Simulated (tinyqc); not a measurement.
UHF in the sto-3g basis, for BeH, spin multiplicity 2, step by step (part 1 of 2). This run ends on a higher stationary point, not on the lowest solution. Computed by tinyqc, a small Python program that keeps every step (integrals from PySCF). Settings: charge = 0, multiplicity = 2, basis = sto-3g, energy threshold = 1e-08, iteration cap = 68, orthogonalisation = canonical, start = Wolfsberg-Helmholz matrix, DIIS depth = 4, damping = 0.5, method = UHF. Command: `OMP_NUM_THREADS=1 python tinyqc.py 23273 23274 out.jsonl` (the two numbers bound the seeds that draw the settings). One thread of a shared host (Intel(R) Xeon(R) Processor @ 2.60GHz), about 0.1 s of CPU time with the checks. Later iterations appear only in the table of the cycle.

## One-electron integrals

Geometry (angstrom):
```
atom       x       y       z
Be    0.0000  0.0000  0.0000
H     0.0000  0.0000  2.1670
```

Basis sto-3g: exponents (1/bohr^2) and contraction coefficients of normalised primitives:
```
element  l (shell)  exponent  coefficient
Be           s (1)   30.1679       0.1543
Be           s (1)    5.4951       0.5353
Be           s (1)    1.4872       0.4446
Be           s (2)    1.3148      -0.1000
Be           s (2)    0.3055       0.3995
Be           s (2)    0.0994       0.7001
Be           p (3)    1.3148       0.1559
Be           p (3)    0.3055       0.6077
Be           p (3)    0.0994       0.3920
H            s (1)    3.4253       0.1543
H            s (1)    0.6239       0.5353
H            s (1)    0.1689       0.4446
```

Overlap, kinetic and nuclear-attraction integrals over the contracted functions; the nuclear repulsion is the sum of Za Zb / Rab.

nuclear repulsion = 0.976792 hartree

overlap S, order 1Be 1s, 1Be 2s, 1Be 2px, 1Be 2py, 1Be 2pz, 2H 1s:
$$\begin{pmatrix}
1.0000 & 0.2595 & 0.0000 & 0.0000 & 0.0000 & 0.0107 \\
0.2595 & 1.0000 & 0.0000 & 0.0000 & 0.0000 & 0.1899 \\
0.0000 & 0.0000 & 1.0000 & 0.0000 & 0.0000 & 0.0000 \\
0.0000 & 0.0000 & 0.0000 & 1.0000 & 0.0000 & 0.0000 \\
0.0000 & 0.0000 & 0.0000 & 0.0000 & 1.0000 & 0.2627 \\
0.0107 & 0.1899 & 0.0000 & 0.0000 & 0.2627 & 1.0000
\end{pmatrix}$$

kinetic energy T (hartree), order 1Be 1s, 1Be 2s, 1Be 2px, 1Be 2py, 1Be 2pz, 2H 1s:
$$\begin{pmatrix}
6.6940 & -0.0330 & 0.0000 & 0.0000 & 0.0000 & -0.0044 \\
-0.0330 & 0.2111 & 0.0000 & 0.0000 & 0.0000 & -0.0002 \\
0.0000 & 0.0000 & 0.6606 & 0.0000 & 0.0000 & 0.0000 \\
0.0000 & 0.0000 & 0.0000 & 0.6606 & 0.0000 & 0.0000 \\
0.0000 & 0.0000 & 0.0000 & 0.0000 & 0.6606 & 0.0257 \\
-0.0044 & -0.0002 & 0.0000 & 0.0000 & 0.0257 & 0.7600
\end{pmatrix}$$

nuclear attraction V (hartree), order 1Be 1s, 1Be 2s, 1Be 2px, 1Be 2py, 1Be 2pz, 2H 1s:
$$\begin{pmatrix}
-14.8053 & -1.9626 & 0.0000 & 0.0000 & -0.0069 & -0.0796 \\
-1.9626 & -2.5563 & 0.0000 & 0.0000 & -0.0725 & -0.3934 \\
0.0000 & 0.0000 & -2.5225 & 0.0000 & 0.0000 & 0.0000 \\
0.0000 & 0.0000 & 0.0000 & -2.5225 & 0.0000 & 0.0000 \\
-0.0069 & -0.0725 & 0.0000 & 0.0000 & -2.5677 & -0.5298 \\
-0.0796 & -0.3934 & 0.0000 & 0.0000 & -0.5298 & -2.2033
\end{pmatrix}$$

core Hamiltonian H = T + V (hartree), order 1Be 1s, 1Be 2s, 1Be 2px, 1Be 2py, 1Be 2pz, 2H 1s:
$$\begin{pmatrix}
-8.1113 & -1.9956 & 0.0000 & 0.0000 & -0.0069 & -0.0840 \\
-1.9956 & -2.3452 & 0.0000 & 0.0000 & -0.0725 & -0.3936 \\
0.0000 & 0.0000 & -1.8619 & 0.0000 & 0.0000 & 0.0000 \\
0.0000 & 0.0000 & 0.0000 & -1.8619 & 0.0000 & 0.0000 \\
-0.0069 & -0.0725 & 0.0000 & 0.0000 & -1.9071 & -0.5041 \\
-0.0840 & -0.3936 & 0.0000 & 0.0000 & -0.5041 & -1.4432
\end{pmatrix}$$

## Two-electron integrals

Functions are numbered as in S; the eight-fold symmetry (ij|kl) = (ji|kl) = (kl|ij) leaves the list below.

Two-electron integrals (ij|kl) in chemists' order, unique and non-zero (hartree):
```
(11|11) 2.2988     (21|11) 0.3920     (21|21) 0.0795     (22|11) 0.5710
(22|21) 0.1430     (22|22) 0.4177     (31|31) 0.0146     (32|31) 0.0219
(32|32) 0.0923     (33|11) 0.5696     (33|21) 0.1431     (33|22) 0.4176
(33|33) 0.4499     (41|41) 0.0146     (42|41) 0.0219     (42|42) 0.0923
(43|43) 0.0242     (44|11) 0.5696     (44|21) 0.1431     (44|22) 0.4176
(44|33) 0.4014     (44|44) 0.4499     (51|51) 0.0146     (52|51) 0.0219
(52|52) 0.0923     (53|53) 0.0242     (54|54) 0.0242     (55|11) 0.5696
(55|21) 0.1431     (55|22) 0.4176     (55|33) 0.4014     (55|44) 0.4014
(55|55) 0.4499     (61|11) 0.0158     (61|21) 0.0032     (61|22) 0.0059
(61|33) 0.0058     (61|44) 0.0058     (61|51) 3.23e-04   (61|52) 0.0006
(61|55) 0.0060     (61|61) 1.38e-04   (62|11) 0.0685     (62|21) 0.0176
(62|22) 0.0603     (62|33) 0.0577     (62|44) 0.0577     (62|51) 0.0022
(62|52) 0.0163     (62|55) 0.0653     (62|61) 0.0008     (62|62) 0.0171
(63|31) 0.0011     (63|32) 0.0062     (63|53) 0.0024     (63|63) 0.0011
(64|41) 0.0011     (64|42) 0.0062     (64|54) 0.0024     (64|64) 0.0011
(65|11) 0.0870     (65|21) 0.0225     (65|22) 0.0797     (65|33) 0.0753
(65|44) 0.0753     (65|51) 0.0034     (65|52) 0.0247     (65|55) 0.0883
(65|61) 0.0010     (65|62) 0.0248     (65|65) 0.0364     (66|11) 0.2441
(66|21) 0.0633     (66|22) 0.2411     (66|33) 0.2275     (66|44) 0.2275
(66|51) 0.0069     (66|52) 0.0694     (66|55) 0.2679     (66|61) 0.0029
(66|62) 0.0974     (66|65) 0.1469     (66|66) 0.7746
```

## Orthogonalisation

S = U s U^T; canonical form X = U s^(-1/2), so that X^T S X = 1. Each column of U has its largest component positive (the first on a tie).

eigenvalues of S: [0.6321, 0.8121, 1.0000, 1.0000, 1.1779, 1.3779]

X, order 1Be 1s, 1Be 2s, 1Be 2px, 1Be 2py, 1Be 2pz, 2H 1s:
$$\begin{pmatrix}
0.4902 & 0.6584 & 0.0000 & 0.0000 & -0.5271 & 0.3501 \\
-0.7252 & -0.4584 & 0.0000 & 0.0000 & -0.3766 & 0.4893 \\
0.0000 & 0.0000 & 0.9946 & -0.1039 & 0.0000 & 0.0000 \\
0.0000 & 0.0000 & 0.1039 & 0.9946 & 0.0000 & 0.0000 \\
-0.5249 & 0.6236 & 0.0000 & 0.0000 & 0.5425 & 0.3443 \\
0.7350 & -0.4461 & 0.0000 & 0.0000 & 0.3674 & 0.4952
\end{pmatrix}$$

Within a degenerate level the vectors are fixed only up to a rotation; this is one choice.

## Starting guess

The start is the generalised Wolfsberg-Helmholz matrix (K = 1.75) built on H; D(s) = C_occ C_occ^T for each spin.

D(alpha) at the start, order 1Be 1s, 1Be 2s, 1Be 2px, 1Be 2py, 1Be 2pz, 2H 1s:
$$\begin{pmatrix}
0.9867 & 0.0064 & 0.0000 & 0.0000 & -0.0784 & -0.0519 \\
0.0064 & 0.1266 & 0.0000 & 0.0000 & 0.2517 & 0.1440 \\
0.0000 & 0.0000 & 0.9736 & 0.1603 & 0.0000 & 0.0000 \\
0.0000 & 0.0000 & 0.1603 & 0.0264 & 0.0000 & 0.0000 \\
-0.0784 & 0.2517 & 0.0000 & 0.0000 & 0.5090 & 0.2919 \\
-0.0519 & 0.1440 & 0.0000 & 0.0000 & 0.2919 & 0.1674
\end{pmatrix}$$

D(beta) at the start, order 1Be 1s, 1Be 2s, 1Be 2px, 1Be 2py, 1Be 2pz, 2H 1s:
$$\begin{pmatrix}
0.9867 & 0.0064 & 0.0000 & 0.0000 & -0.0784 & -0.0519 \\
0.0064 & 0.1266 & 0.0000 & 0.0000 & 0.2517 & 0.1440 \\
0.0000 & 0.0000 & 0.0000 & 0.0000 & 0.0000 & 0.0000 \\
0.0000 & 0.0000 & 0.0000 & 0.0000 & 0.0000 & 0.0000 \\
-0.0784 & 0.2517 & 0.0000 & 0.0000 & 0.5090 & 0.2919 \\
-0.0519 & 0.1440 & 0.0000 & 0.0000 & 0.2919 & 0.1674
\end{pmatrix}$$

## Iteration 1: building the Fock matrix

J_ij = sum D_kl (ij|kl) with D = D(alpha) + D(beta), K_ij = sum D_kl (ik|jl) for each spin; F = H + J - K(s); E = tr D H + tr D J / 2 - 0.5 sum_s tr D(s) K(s) + E_nn.

Coulomb J (hartree), order 1Be 1s, 1Be 2s, 1Be 2px, 1Be 2py, 1Be 2pz, 2H 1s:
$$\begin{pmatrix}
6.0603 & 1.1576 & 0.0000 & 0.0000 & 0.0249 & 0.0478 \\
1.1576 & 2.2862 & 0.0000 & 0.0000 & 0.1474 & 0.3621 \\
0.0000 & 0.0000 & 2.2868 & 0.0078 & 0.0000 & 0.0000 \\
0.0000 & 0.0000 & 0.0078 & 2.2408 & 0.0000 & 0.0000 \\
0.0249 & 0.1474 & 0.0000 & 0.0000 & 2.3219 & 0.4873 \\
0.0478 & 0.3621 & 0.0000 & 0.0000 & 0.4873 & 1.5987
\end{pmatrix}$$

exchange K(alpha) (hartree), order 1Be 1s, 1Be 2s, 1Be 2px, 1Be 2py, 1Be 2pz, 2H 1s:
$$\begin{pmatrix}
2.3050 & 0.4428 & 0.0000 & 0.0000 & -0.0026 & 0.0199 \\
0.4428 & 0.3003 & 0.0000 & 0.0000 & 0.1584 & 0.1298 \\
0.0000 & 0.0000 & 0.4806 & 0.0682 & 0.0000 & 0.0000 \\
0.0000 & 0.0000 & 0.0682 & 0.0775 & 0.0000 & 0.0000 \\
-0.0026 & 0.1584 & 0.0000 & 0.0000 & 0.3440 & 0.1982 \\
0.0199 & 0.1298 & 0.0000 & 0.0000 & 0.1982 & 0.2774
\end{pmatrix}$$

exchange K(beta) (hartree), order 1Be 1s, 1Be 2s, 1Be 2px, 1Be 2py, 1Be 2pz, 2H 1s:
$$\begin{pmatrix}
2.2904 & 0.4209 & 0.0000 & 0.0000 & -0.0026 & 0.0187 \\
0.4209 & 0.2080 & 0.0000 & 0.0000 & 0.1584 & 0.1235 \\
0.0000 & 0.0000 & 0.0420 & 0.0000 & 0.0000 & 0.0000 \\
0.0000 & 0.0000 & 0.0000 & 0.0420 & 0.0000 & 0.0000 \\
-0.0026 & 0.1584 & 0.0000 & 0.0000 & 0.3197 & 0.1958 \\
0.0187 & 0.1235 & 0.0000 & 0.0000 & 0.1958 & 0.2763
\end{pmatrix}$$

F(alpha) (hartree), order 1Be 1s, 1Be 2s, 1Be 2px, 1Be 2py, 1Be 2pz, 2H 1s:
$$\begin{pmatrix}
-4.3561 & -1.2808 & 0.0000 & 0.0000 & 0.0206 & -0.0561 \\
-1.2808 & -0.3593 & 0.0000 & 0.0000 & -0.0835 & -0.1614 \\
0.0000 & 0.0000 & -0.0558 & -0.0604 & 0.0000 & 0.0000 \\
0.0000 & 0.0000 & -0.0604 & 0.3015 & 0.0000 & 0.0000 \\
0.0206 & -0.0835 & 0.0000 & 0.0000 & 0.0708 & -0.2151 \\
-0.0561 & -0.1614 & 0.0000 & 0.0000 & -0.2151 & -0.1219
\end{pmatrix}$$

F(beta) (hartree), order 1Be 1s, 1Be 2s, 1Be 2px, 1Be 2py, 1Be 2pz, 2H 1s:
$$\begin{pmatrix}
-4.3415 & -1.2589 & 0.0000 & 0.0000 & 0.0206 & -0.0550 \\
-1.2589 & -0.2670 & 0.0000 & 0.0000 & -0.0835 & -0.1551 \\
0.0000 & 0.0000 & 0.3829 & 0.0078 & 0.0000 & 0.0000 \\
0.0000 & 0.0000 & 0.0078 & 0.3369 & 0.0000 & 0.0000 \\
0.0206 & -0.0835 & 0.0000 & 0.0000 & 0.0951 & -0.2127 \\
-0.0550 & -0.1551 & 0.0000 & 0.0000 & -0.2127 & -0.1209
\end{pmatrix}$$

total energy of this density = -14.495030 hartree

This density is the starting one.

## Iteration 1: diagonalisation and new density

Diagonalise F' = X^T F X, C = X C', fill 3 alpha and 2 beta electrons from the bottom; D(s) = C_occ C_occ^T; the new density keeps 0.5 of the old one (damping). Each column has its largest component positive (the first on a tie).

F' = X^T F X (alpha) (hartree):
$$\begin{pmatrix}
-0.1479 & -0.7539 & 0.0000 & 0.0000 & 0.8036 & -0.6438 \\
-0.7539 & -1.0362 & 0.0000 & 0.0000 & 1.5187 & -1.0626 \\
0.0000 & 0.0000 & -0.0644 & -0.0222 & 0.0000 & 0.0000 \\
0.0000 & 0.0000 & -0.0222 & 0.3101 & 0.0000 & 0.0000 \\
0.8036 & 1.5187 & 0.0000 & 0.0000 & -1.7621 & 1.2725 \\
-0.6438 & -1.0626 & 0.0000 & 0.0000 & 1.2725 & -1.2743
\end{pmatrix}$$

orbital energies (alpha) (hartree): MO1 -4.3617, MO2 -0.2623, MO3 -0.0657, MO4 0.1098, MO5 0.2936, MO6 0.3114

coefficients C (alpha), order 1Be 1s, 1Be 2s, 1Be 2px, 1Be 2py, 1Be 2pz, 2H 1s:
$$\begin{pmatrix}
0.9897 & -0.1208 & 0.0000 & -0.2742 & -0.0690 & 0.0000 \\
0.0372 & 0.3848 & 0.0000 & 0.9422 & 0.2830 & 0.0000 \\
0.0000 & 0.0000 & 0.9867 & 0.0000 & 0.0000 & -0.1625 \\
0.0000 & 0.0000 & 0.1625 & 0.0000 & 0.0000 & 0.9867 \\
-0.0033 & 0.4015 & 0.0000 & -0.3667 & 0.8841 & 0.0000 \\
-0.0030 & 0.6781 & 0.0000 & -0.2870 & -0.7597 & 0.0000
\end{pmatrix}$$

F' = X^T F X (beta) (hartree):
$$\begin{pmatrix}
-0.1119 & -0.7403 & 0.0000 & 0.0000 & 0.8196 & -0.6778 \\
-0.7403 & -1.0135 & 0.0000 & 0.0000 & 1.5380 & -1.0736 \\
0.0000 & 0.0000 & 0.3840 & 0.0029 & 0.0000 & 0.0000 \\
0.0000 & 0.0000 & 0.0029 & 0.3358 & 0.0000 & 0.0000 \\
0.8196 & 1.5380 & 0.0000 & 0.0000 & -1.7302 & 1.2497 \\
-0.6778 & -1.0736 & 0.0000 & 0.0000 & 1.2497 & -1.2356
\end{pmatrix}$$

orbital energies (beta) (hartree): MO1 -4.3458, MO2 -0.2439, MO3 0.1832, MO4 0.3153, MO5 0.3357, MO6 0.3842

coefficients C (beta), order 1Be 1s, 1Be 2s, 1Be 2px, 1Be 2py, 1Be 2pz, 2H 1s:
$$\begin{pmatrix}
0.9912 & -0.0992 & -0.2705 & -0.0929 & 0.0000 & 0.0000 \\
0.0322 & 0.3153 & 0.9385 & 0.3689 & 0.0000 & 0.0000 \\
0.0000 & 0.0000 & 0.0000 & 0.0000 & -0.1625 & 0.9867 \\
0.0000 & 0.0000 & 0.0000 & 0.0000 & 0.9867 & 0.1625 \\
-0.0035 & 0.3980 & -0.4111 & 0.8659 & 0.0000 & 0.0000 \\
-0.0024 & 0.7171 & -0.1829 & -0.7561 & 0.0000 & 0.0000
\end{pmatrix}$$

D(alpha) after iteration 1, order 1Be 1s, 1Be 2s, 1Be 2px, 1Be 2py, 1Be 2pz, 2H 1s:
$$\begin{pmatrix}
0.9904 & -0.0016 & 0.0000 & 0.0000 & -0.0651 & -0.0684 \\
-0.0016 & 0.1380 & 0.0000 & 0.0000 & 0.2030 & 0.2024 \\
0.0000 & 0.0000 & 0.9736 & 0.1603 & 0.0000 & 0.0000 \\
0.0000 & 0.0000 & 0.1603 & 0.0264 & 0.0000 & 0.0000 \\
-0.0651 & 0.2030 & 0.0000 & 0.0000 & 0.3351 & 0.2821 \\
-0.0684 & 0.2024 & 0.0000 & 0.0000 & 0.2821 & 0.3136
\end{pmatrix}$$

D(beta) after iteration 1, order 1Be 1s, 1Be 2s, 1Be 2px, 1Be 2py, 1Be 2pz, 2H 1s:
$$\begin{pmatrix}
0.9895 & 0.0035 & 0.0000 & 0.0000 & -0.0607 & -0.0627 \\
0.0035 & 0.1135 & 0.0000 & 0.0000 & 0.1885 & 0.1850 \\
0.0000 & 0.0000 & 0.0000 & 0.0000 & 0.0000 & 0.0000 \\
0.0000 & 0.0000 & 0.0000 & 0.0000 & 0.0000 & 0.0000 \\
-0.0607 & 0.1885 & 0.0000 & 0.0000 & 0.3337 & 0.2886 \\
-0.0627 & 0.1850 & 0.0000 & 0.0000 & 0.2886 & 0.3408
\end{pmatrix}$$

## Iteration 2: building the Fock matrix

As before.

Coulomb J (hartree), order 1Be 1s, 1Be 2s, 1Be 2px, 1Be 2py, 1Be 2pz, 2H 1s:
$$\begin{pmatrix}
5.9553 & 1.1312 & 0.0000 & 0.0000 & 0.0234 & 0.0466 \\
1.1312 & 2.2269 & 0.0000 & 0.0000 & 0.1529 & 0.3695 \\
0.0000 & 0.0000 & 2.2284 & 0.0078 & 0.0000 & 0.0000 \\
0.0000 & 0.0000 & 0.0078 & 2.1825 & 0.0000 & 0.0000 \\
0.0234 & 0.1529 & 0.0000 & 0.0000 & 2.2607 & 0.5020 \\
0.0466 & 0.3695 & 0.0000 & 0.0000 & 0.5020 & 1.7529
\end{pmatrix}$$

exchange K(alpha) (hartree), order 1Be 1s, 1Be 2s, 1Be 2px, 1Be 2py, 1Be 2pz, 2H 1s:
$$\begin{pmatrix}
2.3055 & 0.4371 & 0.0000 & 0.0000 & -0.0028 & 0.0190 \\
0.4371 & 0.2957 & 0.0000 & 0.0000 & 0.1437 & 0.1490 \\
0.0000 & 0.0000 & 0.4780 & 0.0682 & 0.0000 & 0.0000 \\
0.0000 & 0.0000 & 0.0682 & 0.0748 & 0.0000 & 0.0000 \\
-0.0028 & 0.1437 & 0.0000 & 0.0000 & 0.2729 & 0.2027 \\
0.0190 & 0.1490 & 0.0000 & 0.0000 & 0.2027 & 0.3905
\end{pmatrix}$$

exchange K(beta) (hartree), order 1Be 1s, 1Be 2s, 1Be 2px, 1Be 2py, 1Be 2pz, 2H 1s:
$$\begin{pmatrix}
2.2909 & 0.4147 & 0.0000 & 0.0000 & -0.0025 & 0.0182 \\
0.4147 & 0.1932 & 0.0000 & 0.0000 & 0.1368 & 0.1392 \\
0.0000 & 0.0000 & 0.0371 & 0.0000 & 0.0000 & 0.0000 \\
0.0000 & 0.0000 & 0.0000 & 0.0371 & 0.0000 & 0.0000 \\
-0.0025 & 0.1368 & 0.0000 & 0.0000 & 0.2473 & 0.2029 \\
0.0182 & 0.1392 & 0.0000 & 0.0000 & 0.2029 & 0.4080
\end{pmatrix}$$

F(alpha) (hartree), order 1Be 1s, 1Be 2s, 1Be 2px, 1Be 2py, 1Be 2pz, 2H 1s:
$$\begin{pmatrix}
-4.4615 & -1.3016 & 0.0000 & 0.0000 & 0.0194 & -0.0564 \\
-1.3016 & -0.4139 & 0.0000 & 0.0000 & -0.0634 & -0.1731 \\
0.0000 & 0.0000 & -0.1114 & -0.0604 & 0.0000 & 0.0000 \\
0.0000 & 0.0000 & -0.0604 & 0.2458 & 0.0000 & 0.0000 \\
0.0194 & -0.0634 & 0.0000 & 0.0000 & 0.0807 & -0.2048 \\
-0.0564 & -0.1731 & 0.0000 & 0.0000 & -0.2048 & -0.0809
\end{pmatrix}$$

F(beta) (hartree), order 1Be 1s, 1Be 2s, 1Be 2px, 1Be 2py, 1Be 2pz, 2H 1s:
$$\begin{pmatrix}
-4.4468 & -1.2791 & 0.0000 & 0.0000 & 0.0190 & -0.0556 \\
-1.2791 & -0.3115 & 0.0000 & 0.0000 & -0.0564 & -0.1633 \\
0.0000 & 0.0000 & 0.3294 & 0.0078 & 0.0000 & 0.0000 \\
0.0000 & 0.0000 & 0.0078 & 0.2835 & 0.0000 & 0.0000 \\
0.0190 & -0.0564 & 0.0000 & 0.0000 & 0.1063 & -0.2050 \\
-0.0556 & -0.1633 & 0.0000 & 0.0000 & -0.2050 & -0.0983
\end{pmatrix}$$

total energy of this density = -14.567662 hartree

This density is a damped mixture and is not idempotent.

## Iteration 2: DIIS over 2 matrices

error matrix X^T (FDS - SDF) X (alpha):
$$\begin{pmatrix}
0.0000 & 0.0038 & 0.0000 & 0.0000 & 0.0002 & -0.0453 \\
-0.0038 & 0.0000 & 0.0000 & 0.0000 & 0.0536 & 0.0557 \\
0.0000 & 0.0000 & 0.0000 & 0.0000 & 0.0000 & 0.0000 \\
0.0000 & 0.0000 & 0.0000 & 0.0000 & 0.0000 & 0.0000 \\
-0.0002 & -0.0536 & 0.0000 & 0.0000 & 0.0000 & 0.0290 \\
0.0453 & -0.0557 & 0.0000 & 0.0000 & -0.0290 & 0.0000
\end{pmatrix}$$

B (overlaps of the stored error matrices):
$$\begin{pmatrix}
1.4493272e-01 & 7.4317147e-02 \\
7.4317147e-02 & 4.0163679e-02
\end{pmatrix}$$

Minimise |sum c_i e_i|^2 with sum c_i = 1: solve [B -1; -1 0][c; lambda] = [0; -1] with B_ij = tr e_i^T e_j summed over both spins, and take F = sum c_i F_i.

DIIS coefficients: [-0.9367, 1.9367]

extrapolated F(alpha) (hartree), order 1Be 1s, 1Be 2s, 1Be 2px, 1Be 2py, 1Be 2pz, 2H 1s:
$$\begin{pmatrix}
-4.5602 & -1.3210 & 0.0000 & 0.0000 & 0.0183 & -0.0566 \\
-1.3210 & -0.4651 & 0.0000 & 0.0000 & -0.0445 & -0.1840 \\
0.0000 & 0.0000 & -0.1636 & -0.0604 & 0.0000 & 0.0000 \\
0.0000 & 0.0000 & -0.0604 & 0.1936 & 0.0000 & 0.0000 \\
0.0183 & -0.0445 & 0.0000 & 0.0000 & 0.0900 & -0.1952 \\
-0.0566 & -0.1840 & 0.0000 & 0.0000 & -0.1952 & -0.0425
\end{pmatrix}$$

extrapolated F(beta) (hartree), order 1Be 1s, 1Be 2s, 1Be 2px, 1Be 2py, 1Be 2pz, 2H 1s:
$$\begin{pmatrix}
-4.5456 & -1.2981 & 0.0000 & 0.0000 & 0.0176 & -0.0561 \\
-1.2981 & -0.3531 & 0.0000 & 0.0000 & -0.0311 & -0.1709 \\
0.0000 & 0.0000 & 0.2793 & 0.0078 & 0.0000 & 0.0000 \\
0.0000 & 0.0000 & 0.0078 & 0.2334 & 0.0000 & 0.0000 \\
0.0176 & -0.0311 & 0.0000 & 0.0000 & 0.1168 & -0.1979 \\
-0.0561 & -0.1709 & 0.0000 & 0.0000 & -0.1979 & -0.0772
\end{pmatrix}$$

## Iteration 2: diagonalisation and new density

As before.

F' = X^T F X (alpha) (hartree):
$$\begin{pmatrix}
-0.1365 & -0.8533 & 0.0000 & 0.0000 & 0.8431 & -0.6354 \\
-0.8533 & -1.1436 & 0.0000 & 0.0000 & 1.5456 & -1.0881 \\
0.0000 & 0.0000 & -0.1722 & -0.0222 & 0.0000 & 0.0000 \\
0.0000 & 0.0000 & -0.0222 & 0.2022 & 0.0000 & 0.0000 \\
0.8431 & 1.5456 & 0.0000 & 0.0000 & -1.8336 & 1.3767 \\
-0.6354 & -1.0881 & 0.0000 & 0.0000 & 1.3767 & -1.3085
\end{pmatrix}$$

orbital energies (alpha) (hartree): MO1 -4.5648, MO2 -0.2422, MO3 -0.1736, MO4 0.0312, MO5 0.2035, MO6 0.3536

coefficients C (alpha), order 1Be 1s, 1Be 2s, 1Be 2px, 1Be 2py, 1Be 2pz, 2H 1s:
$$\begin{pmatrix}
0.9909 & -0.1812 & 0.0000 & -0.2262 & 0.0000 & -0.0911 \\
0.0334 & 0.6019 & 0.0000 & 0.7891 & 0.0000 & 0.3624 \\
0.0000 & 0.0000 & 0.9867 & 0.0000 & -0.1625 & 0.0000 \\
0.0000 & 0.0000 & 0.1625 & 0.0000 & 0.9867 & 0.0000 \\
-0.0030 & 0.3193 & 0.0000 & -0.5464 & 0.0000 & 0.8227 \\
-0.0027 & 0.5771 & 0.0000 & -0.3507 & 0.0000 & -0.8145
\end{pmatrix}$$

F' = X^T F X (beta) (hartree):
$$\begin{pmatrix}
-0.1027 & -0.8296 & 0.0000 & 0.0000 & 0.8466 & -0.6970 \\
-0.8296 & -1.1257 & 0.0000 & 0.0000 & 1.5682 & -1.0972 \\
0.0000 & 0.0000 & 0.2804 & 0.0029 & 0.0000 & 0.0000 \\
0.0000 & 0.0000 & 0.0029 & 0.2323 & 0.0000 & 0.0000 \\
0.8466 & 1.5682 & 0.0000 & 0.0000 & -1.8113 & 1.3437 \\
-0.6970 & -1.0972 & 0.0000 & 0.0000 & 1.3437 & -1.2674
\end{pmatrix}$$

orbital energies (beta) (hartree): MO1 -4.5489, MO2 -0.2154, MO3 0.0867, MO4 0.2321, MO5 0.2806, MO6 0.3705

coefficients C (beta), order 1Be 1s, 1Be 2s, 1Be 2px, 1Be 2py, 1Be 2pz, 2H 1s:
$$\begin{pmatrix}
0.9924 & -0.1280 & -0.2465 & 0.0000 & 0.0000 & -0.1106 \\
0.0281 & 0.4208 & 0.8669 & 0.0000 & 0.0000 & 0.4336 \\
0.0000 & 0.0000 & 0.0000 & -0.1625 & 0.9867 & 0.0000 \\
0.0000 & 0.0000 & 0.0000 & 0.9867 & 0.1625 & 0.0000 \\
-0.0031 & 0.3419 & -0.5148 & 0.0000 & 0.0000 & 0.8339 \\
-0.0020 & 0.6954 & -0.2121 & 0.0000 & 0.0000 & -0.7687
\end{pmatrix}$$

D(alpha) after iteration 2, order 1Be 1s, 1Be 2s, 1Be 2px, 1Be 2py, 1Be 2pz, 2H 1s:
$$\begin{pmatrix}
1.0025 & -0.0388 & 0.0000 & 0.0000 & -0.0629 & -0.0878 \\
-0.0388 & 0.2507 & 0.0000 & 0.0000 & 0.1975 & 0.2748 \\
0.0000 & 0.0000 & 0.9736 & 0.1603 & 0.0000 & 0.0000 \\
0.0000 & 0.0000 & 0.1603 & 0.0264 & 0.0000 & 0.0000 \\
-0.0629 & 0.1975 & 0.0000 & 0.0000 & 0.2185 & 0.2332 \\
-0.0878 & 0.2748 & 0.0000 & 0.0000 & 0.2332 & 0.3234
\end{pmatrix}$$

D(beta) after iteration 2, order 1Be 1s, 1Be 2s, 1Be 2px, 1Be 2py, 1Be 2pz, 2H 1s:
$$\begin{pmatrix}
0.9953 & -0.0112 & 0.0000 & 0.0000 & -0.0537 & -0.0768 \\
-0.0112 & 0.1457 & 0.0000 & 0.0000 & 0.1661 & 0.2388 \\
0.0000 & 0.0000 & 0.0000 & 0.0000 & 0.0000 & 0.0000 \\
0.0000 & 0.0000 & 0.0000 & 0.0000 & 0.0000 & 0.0000 \\
-0.0537 & 0.1661 & 0.0000 & 0.0000 & 0.2253 & 0.2632 \\
-0.0768 & 0.2388 & 0.0000 & 0.0000 & 0.2632 & 0.4122
\end{pmatrix}$$
